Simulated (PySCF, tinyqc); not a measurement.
Inside a calculation (part 2 of 2). Method: MP2 on RHF in the 6-31g basis, for H4, spin multiplicity 1. The lowest restricted solution is unstable here: a spin-polarised one lies 0.0788 hartree lower (PySCF). Computed by tinyqc, a small Python program that keeps every step (integrals from PySCF). Command: `OMP_NUM_THREADS=1 python tinyqc.py 26917 26918 out.jsonl` (the two numbers bound the seeds that draw the settings). One thread of a shared host (Intel(R) Xeon(R) Processor @ 2.60GHz), about 0.09 s of CPU time with the checks.

Geometry (angstrom):
```
atom,x,y,z
H,0.000000,0.000000,0.000000
H,0.000000,0.000000,1.252000
H,0.000000,1.191000,0.000000
H,0.000000,1.191000,1.252000
```

## Iteration 6 (converged): orbitals

converged F (hartree):
```
,1H 1s,1H 2s,2H 1s,2H 2s,3H 1s,3H 2s,4H 1s,4H 2s
1H 1s,0.074545,-0.433440,-0.180923,-0.270903,-0.340868,-0.384472,-0.086290,-0.217318
1H 2s,-0.433440,-0.379938,-0.270903,-0.332380,-0.384472,-0.410995,-0.217318,-0.327894
2H 1s,-0.180923,-0.270903,0.074545,-0.433440,-0.086290,-0.217318,-0.340868,-0.384472
2H 2s,-0.270903,-0.332380,-0.433440,-0.379938,-0.217318,-0.327894,-0.384472,-0.410995
3H 1s,-0.340868,-0.384472,-0.086290,-0.217318,0.074545,-0.433440,-0.180923,-0.270903
3H 2s,-0.384472,-0.410995,-0.217318,-0.327894,-0.433440,-0.379938,-0.270903,-0.332380
4H 1s,-0.086290,-0.217318,-0.340868,-0.384472,-0.180923,-0.270903,0.074545,-0.433440
4H 2s,-0.217318,-0.327894,-0.384472,-0.410995,-0.270903,-0.332380,-0.433440,-0.379938
```

X:
```
,1H 1s,1H 2s,2H 1s,2H 2s,3H 1s,3H 2s,4H 1s,4H 2s
1H 1s,1.265273,-0.535379,0.018422,0.016023,0.009761,0.016216,0.029582,0.001755
1H 2s,-0.535379,1.892427,0.016023,-0.622344,0.016216,-0.654157,0.001755,0.221949
2H 1s,0.018422,0.016023,1.265273,-0.535379,0.029582,0.001755,0.009761,0.016216
2H 2s,0.016023,-0.622344,-0.535379,1.892427,0.001755,0.221949,0.016216,-0.654157
3H 1s,0.009761,0.016216,0.029582,0.001755,1.265273,-0.535379,0.018422,0.016023
3H 2s,0.016216,-0.654157,0.001755,0.221949,-0.535379,1.892427,0.016023,-0.622344
4H 1s,0.029582,0.001755,0.009761,0.016216,0.018422,0.016023,1.265273,-0.535379
4H 2s,0.001755,0.221949,0.016216,-0.654157,0.016023,-0.622344,-0.535379,1.892427
```

Diagonalise F' = X^T F X, C = X C', fill 2 alpha and 2 beta electrons from the bottom; D = 2 C_occ C_occ^T. Each column has its largest component positive (the first on a tie).

F' = X^T F X (hartree):
```
,1,2,3,4,5,6,7,8
1,0.574211,-0.588591,-0.036394,-0.060562,-0.158101,-0.139540,0.054404,-0.023984
2,-0.588591,0.271393,-0.060562,-0.120538,-0.139540,-0.184360,-0.023984,-0.022008
3,-0.036394,-0.060562,0.574211,-0.588591,0.054404,-0.023984,-0.158101,-0.139540
4,-0.060562,-0.120538,-0.588591,0.271393,-0.023984,-0.022008,-0.139540,-0.184360
5,-0.158101,-0.139540,0.054404,-0.023984,0.574211,-0.588591,-0.036394,-0.060562
6,-0.139540,-0.184360,-0.023984,-0.022008,-0.588591,0.271393,-0.060562,-0.120538
7,0.054404,-0.023984,-0.158101,-0.139540,-0.036394,-0.060562,0.574211,-0.588591
8,-0.023984,-0.022008,-0.139540,-0.184360,-0.060562,-0.120538,-0.588591,0.271393
```

orbital energies (hartree): MO1 -0.659448, MO2 -0.335237, MO3 -0.006637, MO4 0.254875, MO5 0.962916, MO6 1.005373, MO7 1.038054, MO8 1.122517

coefficients C:
```
,MO1,MO2,MO3,MO4,MO5,MO6,MO7,MO8
1H 1s,0.193363,0.202900,0.158060,0.143077,-0.638208,-0.659015,0.680489,-0.678744
1H 2s,0.186723,0.438726,0.520064,1.205863,0.742228,0.725369,-0.451099,1.224931
2H 1s,0.193363,-0.202900,0.158060,-0.143077,0.638208,-0.659015,0.680489,0.678744
2H 2s,0.186723,-0.438726,0.520064,-1.205863,-0.742228,0.725369,-0.451099,-1.224931
3H 1s,0.193363,0.202900,-0.158060,-0.143077,-0.638208,0.659015,0.680489,0.678744
3H 2s,0.186723,0.438726,-0.520064,-1.205863,0.742228,-0.725369,-0.451099,-1.224931
4H 1s,0.193363,-0.202900,-0.158060,0.143077,0.638208,0.659015,0.680489,-0.678744
4H 2s,0.186723,-0.438726,-0.520064,1.205863,-0.742228,-0.725369,-0.451099,1.224931
```

D after iteration 6:
```
,1H 1s,1H 2s,2H 1s,2H 2s,3H 1s,3H 2s,4H 1s,4H 2s
1H 1s,0.157115,0.250245,-0.007558,-0.105824,0.157115,0.250245,-0.007558,-0.105824
1H 2s,0.250245,0.454692,-0.105824,-0.315230,0.250245,0.454692,-0.105824,-0.315230
2H 1s,-0.007558,-0.105824,0.157115,0.250245,-0.007558,-0.105824,0.157115,0.250245
2H 2s,-0.105824,-0.315230,0.250245,0.454692,-0.105824,-0.315230,0.250245,0.454692
3H 1s,0.157115,0.250245,-0.007558,-0.105824,0.157115,0.250245,-0.007558,-0.105824
3H 2s,0.250245,0.454692,-0.105824,-0.315230,0.250245,0.454692,-0.105824,-0.315230
4H 1s,-0.007558,-0.105824,0.157115,0.250245,-0.007558,-0.105824,0.157115,0.250245
4H 2s,-0.105824,-0.315230,0.250245,0.454692,-0.105824,-0.315230,0.250245,0.454692
```

## Convergence

Stop when the energy changes by less than 1e-10 hartree and every element of the error matrix X^T (F D S - S D F) X is below 3e-06.

Course of the cycle:
```
iteration,E (hartree),change,largest element of the error matrix
1,-1.59971655,-,8.84e-02
2,-1.95724938,-3.58e-01,2.34e-02
3,-1.95905772,-1.81e-03,5.01e-03
4,-1.95914821,-9.05e-05,6.75e-05
5,-1.95914824,-2.37e-08,1.82e-07
6,-1.95914824,-1.49e-13,7.17e-08
```

PySCF RHF in the same basis = -1.95914824 hartree

Converged in 6 iterations.

## Populations, bond orders and dipole

overlap S:
```
,1H 1s,1H 2s,2H 1s,2H 2s,3H 1s,3H 2s,4H 1s,4H 2s
1H 1s,1.000000,0.658292,0.124839,0.315551,0.150006,0.338375,0.022834,0.162439
1H 2s,0.658292,1.000000,0.315551,0.636743,0.338375,0.664663,0.162439,0.423219
2H 1s,0.124839,0.315551,1.000000,0.658292,0.022834,0.162439,0.150006,0.338375
2H 2s,0.315551,0.636743,0.658292,1.000000,0.162439,0.423219,0.338375,0.664663
3H 1s,0.150006,0.338375,0.022834,0.162439,1.000000,0.658292,0.124839,0.315551
3H 2s,0.338375,0.664663,0.162439,0.423219,0.658292,1.000000,0.315551,0.636743
4H 1s,0.022834,0.162439,0.150006,0.338375,0.124839,0.315551,1.000000,0.658292
4H 2s,0.162439,0.423219,0.338375,0.664663,0.315551,0.636743,0.658292,1.000000
```

Mulliken: Z minus the diagonal of D S on the atom; Loewdin: the same with S^(1/2) D S^(1/2); Mayer order: 2 sum_s sum (D(s) S)_ij (D(s) S)_ji over the two atoms.

Charges (e):
```
atom,Mulliken,Loewdin
1H,0,0
2H,0,0
3H,0,0
4H,0,0
```

Mayer bond orders:
```
pair,order
2-1,-0.055251
3-1,1.055251
3-2,-0.055251
4-1,-0.055251
4-2,1.055251
4-3,-0.055251
```

dipole moment about the origin, x y z (debye): 0.000000  0.000000  0.000000

## Integrals over molecular orbitals

core Hamiltonian H = T + V (hartree):
```
,1H 1s,1H 2s,2H 1s,2H 2s,3H 1s,3H 2s,4H 1s,4H 2s
1H 1s,-1.430632,-1.253074,-0.349837,-0.676262,-0.409525,-0.721236,-0.087008,-0.386214
1H 2s,-1.253074,-1.513829,-0.676262,-1.080878,-0.721236,-1.121287,-0.386214,-0.796432
2H 1s,-0.349837,-0.676262,-1.430632,-1.253074,-0.087008,-0.386214,-0.409525,-0.721236
2H 2s,-0.676262,-1.080878,-1.253074,-1.513829,-0.386214,-0.796432,-0.721236,-1.121287
3H 1s,-0.409525,-0.721236,-0.087008,-0.386214,-1.430632,-1.253074,-0.349837,-0.676262
3H 2s,-0.721236,-1.121287,-0.386214,-0.796432,-1.253074,-1.513829,-0.676262,-1.080878
4H 1s,-0.087008,-0.386214,-0.409525,-0.721236,-0.349837,-0.676262,-1.430632,-1.253074
4H 2s,-0.386214,-0.796432,-0.721236,-1.121287,-0.676262,-1.080878,-1.253074,-1.513829
```

Given earlier and not repeated: Two-electron integrals (ij|kl) in chemists' order.

(pq|rs) = sum C_ip C_jq C_kr C_ls (ij|kl), one index at a time.

one-electron integrals over orbitals h = C^T H C (hartree):
```
,1,2,3,4,5,6,7,8
1,-1.847002,0.000000,0.000000,0.000000,0.000000,0.000000,-0.162015,0.000000
2,0.000000,-1.463893,0.000000,0.000000,0.211767,0.000000,0.000000,0.000000
3,0.000000,0.000000,-1.401202,0.000000,0.000000,0.263232,0.000000,0.000000
4,0.000000,0.000000,0.000000,-1.024546,0.000000,0.000000,0.000000,0.277977
5,0.000000,0.211767,0.000000,0.000000,-0.500781,0.000000,0.000000,0.000000
6,0.000000,0.000000,0.263232,0.000000,0.000000,-0.512189,0.000000,0.000000
7,-0.162015,0.000000,0.000000,0.000000,0.000000,0.000000,-0.432975,0.000000
8,0.000000,0.000000,0.000000,0.277977,0.000000,0.000000,0.000000,-0.437882
```

Two-electron integrals over orbitals (pq|rs), unique and non-zero (hartree):
```
p,q,r,s,(pq|rs)
1,1,1,1,0.462554
2,1,2,1,0.113742
2,2,1,1,0.419371
2,2,2,2,0.403656
3,1,3,1,0.100839
3,2,3,2,0.047515
3,3,1,1,0.402538
3,3,2,2,0.368921
3,3,3,3,0.380348
4,1,3,2,0.045162
4,1,4,1,0.042958
4,2,3,1,0.081708
4,2,4,2,0.077741
4,3,2,1,0.085122
4,3,4,3,0.077751
4,4,1,1,0.354916
4,4,2,2,0.345144
4,4,3,3,0.337517
4,4,4,4,0.323393
5,1,2,1,-0.047195
5,1,4,3,-0.030477
5,1,5,1,0.044292
5,2,1,1,-0.093908
5,2,2,2,-0.071146
5,2,3,3,-0.070433
5,2,4,4,-0.046179
5,2,5,2,0.058976
5,3,3,2,-0.022079
5,3,4,1,-0.020318
5,3,5,3,0.027134
5,4,3,1,-0.023422
5,4,4,2,-0.012577
5,4,5,4,0.028466
5,5,1,1,0.401758
5,5,2,2,0.381725
5,5,3,3,0.357105
5,5,4,4,0.330741
5,5,5,2,-0.074584
5,5,5,5,0.379363
6,1,3,1,-0.049508
6,1,4,2,-0.039085
6,1,5,4,0.032076
6,1,6,1,0.050687
6,2,3,2,-0.031043
6,2,4,1,-0.028894
6,2,5,3,0.030897
6,2,6,2,0.039103
6,3,1,1,-0.092909
6,3,2,2,-0.078983
6,3,3,3,-0.060895
6,3,4,4,-0.046578
6,3,5,2,0.049499
6,3,5,5,-0.081502
6,3,6,3,0.056293
6,4,2,1,-0.035898
6,4,4,3,-0.018458
6,4,5,1,0.033878
6,4,6,4,0.032132
6,5,3,2,0.052547
6,5,4,1,0.049477
6,5,5,3,-0.035504
6,5,6,2,-0.046673
6,5,6,5,0.073556
6,6,1,1,0.417762
6,6,2,2,0.385914
6,6,3,3,0.379291
6,6,4,4,0.339437
6,6,5,2,-0.091705
6,6,5,5,0.383654
6,6,6,3,-0.083010
6,6,6,6,0.407503
7,1,1,1,0.072220
7,1,2,2,0.061502
7,1,3,3,0.052146
7,1,4,4,0.039653
7,1,5,2,-0.046640
7,1,5,5,0.066325
7,1,6,3,-0.045451
7,1,6,6,0.074210
7,1,7,1,0.043680
7,2,2,1,0.033209
7,2,4,3,0.019773
7,2,5,1,-0.037769
7,2,6,4,-0.030803
7,2,7,2,0.034959
7,3,3,1,0.017793
7,3,4,2,0.013083
7,3,5,4,-0.025387
7,3,6,1,-0.033695
7,3,7,3,0.028585
7,4,3,2,0.013574
7,4,4,1,0.012328
7,4,5,3,-0.022705
7,4,6,2,-0.026147
7,4,6,5,0.025373
7,4,7,4,0.021098
7,5,2,1,-0.102490
7,5,4,3,-0.080011
7,5,5,1,0.047742
7,5,6,4,0.035818
7,5,7,2,-0.034846
7,5,7,5,0.106298
7,6,3,1,-0.096267
7,6,4,2,-0.081818
7,6,5,4,0.029182
7,6,6,1,0.057309
7,6,7,3,-0.025461
7,6,7,6,0.108751
7,7,1,1,0.400645
7,7,2,2,0.374189
7,7,3,3,0.360629
7,7,4,4,0.327080
7,7,5,2,-0.075206
7,7,5,5,0.370028
7,7,6,3,-0.073840
7,7,6,6,0.383367
7,7,7,1,0.058958
7,7,7,7,0.372177
8,1,3,2,-0.038403
8,1,4,1,-0.035791
8,1,5,3,0.035356
8,1,6,2,0.043685
8,1,6,5,-0.055584
8,1,7,4,-0.028168
8,1,8,1,0.050423
8,2,3,1,-0.056263
8,2,4,2,-0.043828
8,2,5,4,0.035331
8,2,6,1,0.051794
8,2,7,3,-0.033248
8,2,7,6,0.064690
8,2,8,2,0.056403
8,3,2,1,-0.053885
8,3,4,3,-0.035018
8,3,5,1,0.043157
8,3,6,4,0.036865
8,3,7,2,-0.036568
8,3,7,5,0.053896
8,3,8,3,0.046418
8,4,1,1,-0.097831
8,4,2,2,-0.080967
8,4,3,3,-0.071658
8,4,4,4,-0.049615
8,4,5,2,0.052700
8,4,5,5,-0.081249
8,4,6,3,0.051780
8,4,6,6,-0.090484
8,4,7,1,-0.043585
8,4,7,7,-0.079851
8,4,8,4,0.054747
8,5,3,1,0.098098
8,5,4,2,0.085450
8,5,5,4,-0.032615
8,5,6,1,-0.065692
8,5,7,3,0.033269
8,5,7,6,-0.111613
8,5,8,2,-0.070550
8,5,8,5,0.119601
8,6,2,1,0.113143
8,6,4,3,0.089020
8,6,5,1,-0.063435
8,6,6,4,-0.045855
8,6,7,2,0.049442
8,6,7,5,-0.117100
8,6,8,3,-0.066931
8,6,8,6,0.136841
8,7,3,2,-0.054695
8,7,4,1,-0.051528
8,7,5,3,0.036742
8,7,6,2,0.048535
8,7,6,5,-0.076353
8,7,7,4,-0.026580
8,7,8,1,0.057472
8,7,8,7,0.079493
8,8,1,1,0.431521
8,8,2,2,0.402092
8,8,3,3,0.384764
8,8,4,4,0.349290
8,8,5,2,-0.099616
8,8,5,5,0.401700
8,8,6,3,-0.097669
8,8,6,6,0.419417
8,8,7,1,0.085167
8,8,7,7,0.394999
8,8,8,4,-0.099671
8,8,8,8,0.439552
```

## Second-order Moller-Plesset energy

Hartree-Fock energy = -1.95914824 hartree

E2 = sum_ijab (ia|jb) [2 (ia|jb) - (ib|ja)] / (e_i + e_j - e_a - e_b) over occupied i, j and virtual a, b; the opposite-spin part is (ia|jb)^2 / denominator, the rest is same-spin, and SCS-MP2 scales them by 6/5 and 1/3.

Terms:
```
i,j,a,b,(ia|jb),(ib|ja),denominator,term
1,1,3,3,0.100839,0.100839,-1.305621,-0.007788
2,1,4,3,0.081708,0.045162,-1.242923,-0.007774
1,2,3,4,0.081708,0.045162,-1.242923,-0.007774
2,2,4,4,0.077741,0.077741,-1.180224,-0.005121
2,2,3,3,0.047515,0.047515,-0.657199,-0.003435
1,2,3,8,-0.056263,-0.038403,-2.110565,-0.001976
2,1,8,3,-0.056263,-0.038403,-2.110565,-0.001976
2,2,5,5,0.058976,0.058976,-2.596305,-0.001340
2,2,8,8,0.056403,0.056403,-2.915508,-0.001091
1,1,3,6,-0.049508,-0.049508,-2.317631,-0.001058
1,1,6,3,-0.049508,-0.049508,-2.317631,-0.001058
1,1,4,4,0.042958,0.042958,-1.828646,-0.001009
1,2,6,8,0.051794,0.043685,-3.122575,-0.000994
2,1,8,6,0.051794,0.043685,-3.122575,-0.000994
2,2,4,8,-0.043828,-0.043828,-2.047866,-0.000938
2,2,8,4,-0.043828,-0.043828,-2.047866,-0.000938
2,1,5,7,-0.046640,-0.037769,-2.995654,-0.000864
1,2,7,5,-0.046640,-0.037769,-2.995654,-0.000864
2,1,4,6,-0.039085,-0.028894,-2.254933,-0.000854
1,2,6,4,-0.039085,-0.028894,-2.254933,-0.000854
1,1,6,6,0.050687,0.050687,-3.329641,-0.000772
1,1,8,8,0.050423,0.050423,-3.563931,-0.000713
1,1,5,5,0.044292,0.044292,-3.244727,-0.000605
2,2,6,3,-0.031043,-0.031043,-1.669209,-0.000577
2,2,3,6,-0.031043,-0.031043,-1.669209,-0.000577
2,2,6,6,0.039103,0.039103,-2.681219,-0.000570
1,1,7,7,0.043680,0.043680,-3.395004,-0.000562
2,1,6,8,0.043685,0.051794,-3.122575,-0.000498
1,2,8,6,0.043685,0.051794,-3.122575,-0.000498
1,1,8,4,-0.035791,-0.035791,-2.696288,-0.000475
1,1,4,8,-0.035791,-0.035791,-2.696288,-0.000475
2,2,7,7,0.034959,0.034959,-2.746582,-0.000445
1,2,8,3,-0.038403,-0.056263,-2.110565,-0.000374
2,1,3,8,-0.038403,-0.056263,-2.110565,-0.000374
2,1,7,5,-0.037769,-0.046640,-2.995654,-0.000364
1,2,5,7,-0.037769,-0.046640,-2.995654,-0.000364
1,2,4,3,0.045162,0.081708,-1.242923,-0.000313
2,1,3,4,0.045162,0.081708,-1.242923,-0.000313
1,2,4,6,-0.028894,-0.039085,-2.254933,-0.000240
2,1,6,4,-0.028894,-0.039085,-2.254933,-0.000240
```

Pair energies (hartree; pair i-j sums ij and ji):
```
pair,opposite spin,same spin
1-1,-0.014514,0
2-1,-0.025862,-0.002638
2-2,-0.015033,0
```

MP2 correlation energy = -0.05804761 hartree

SCS-MP2 correlation energy = -0.06737069 hartree

MP2 total energy = -2.01719585 hartree
